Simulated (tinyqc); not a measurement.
Field dependence: Hall effect and magnetoresistance of several carrier groups with constant relaxation times. Computed by tinyqc, a small Python program. Command: `OMP_NUM_THREADS=1 python tinyqc.py 3029941 3029942 out.jsonl hall2 walk`. One thread of a shared host (Intel(R) Xeon(R) Processor @ 2.30GHz), about 0.01 s of CPU time with the checks.

Group 1 has charge -e and group 2 charge +e; s_i is that sign. B lies along z; mu B is formed with mu in m^2/(V s).

Inputs (values chosen for the exercise, for a model conductor): density n1 = 2.5e+10 1/cm^2; mobility mu1 = 57000 cm^2/(V s); density n2 = 4.6e+10 1/cm^2; mobility mu2 = 3000 cm^2/(V s).

Carriers: electrons and holes. Densities: per area (a thin layer).

Constants: e = 1.602176634e-19 C.

Method:
- Weak field: R_H(0) = sum s_i n_i mu_i^2/(e (sum n_i mu_i)^2); MR = c B^2 with c = n1 n2 mu1 mu2 (s1 mu1 - s2 mu2)^2/(n1 mu1 + n2 mu2)^2. Strong field: R_H = 1/(e sum s_i n_i); rho_xx saturates at (n1/mu1 + n2/mu2)/(e (sum s_i n_i)^2).
- sigma_xx = sum n_i e mu_i/(1 + mu_i^2 B^2); sigma_xy = sum s_i n_i e mu_i^2 B/(1 + mu_i^2 B^2).
- rho_xx = sigma_xx/(sigma_xx^2 + sigma_xy^2); Hall coefficient R_H = sigma_xy/(B (sigma_xx^2 + sigma_xy^2)), with B in V s/cm^2 (1 T = 1e-4 V s/cm^2); magnetoresistance MR = rho_xx(B)/rho_xx(0) - 1.

saturation MR = 5489.92 %

Against the field:
```
B (T)        mu1 B  rho_xx (ohm)  R_H (cm^2/C)      MR (%)
0.0088  5.0160e-02    3.9942e+03   -2.0646e+08  2.2441e-02
0.026   1.4820e-01    4.0011e+03   -2.0644e+08  1.9589e-01
0.07    3.9900e-01    4.0500e+03   -2.0633e+08  1.4196e+00
0.18    1.0260e+00    4.3676e+03   -2.0560e+08  9.3731e+00
0.44    2.5080e+00    6.2110e+03   -2.0137e+08  5.5535e+01
1.1     6.2700e+00    1.7155e+04   -1.7622e+08  3.2959e+02
2.6     1.4820e+01    6.1647e+04   -7.4002e+07  1.4438e+03
7       3.9900e+01    1.6210e+05    1.5678e+08  3.9592e+03
21      1.1970e+02    2.1419e+05    2.7647e+08  5.2638e+03
```

R_H changes sign between 2.60 and 7.00 T. MR starts as B^2.00 and ends as B^0.26; it saturates at 5490 %, a large value because the net charge s1 n1 + s2 n2 is small against the total. One group alone would show no magnetoresistance in this model. The rows with mu1 B well above 1 show the semiclassical limit; Landau quantisation is left out.

Extremes, crossings and ranges named in words are read from the listed rows.
